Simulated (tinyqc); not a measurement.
# Doping and thickness from pinch-off voltage and conductance

Question. A uniform channel has Vp = q Nd a^2/(2 eps0 eps_r) and G0 = q mu Nd a W/L. Find a and Nd.

Inputs (values chosen for the exercise); material values those of a made-up semiconductor: relative permittivity of the semiconductor eps_r = 11.4; low-field mobility at this doping mu = 600 cm^2/(V s); gate length L = 5 um; gate width W = 300 um.

Constants: q = 1.602176634e-19 C, eps0 = 8.8541878128e-14 F/cm where lengths are in cm. Results are converted to the units shown.

Vp = 4.5510835 V
G0 = 10.335962 mS

Answer. G0 gives the product Nd a and Vp gives Nd a^2; their ratio is a.

a = 320.0 nm
Nd = 5.600e16 cm^-3

tinyqc, about 0.04 s, one thread, Intel Xeon 2.30GHz (shared host): `OMP_NUM_THREADS=1 python tinyqc.py 2500024 2500025 out.jsonl`
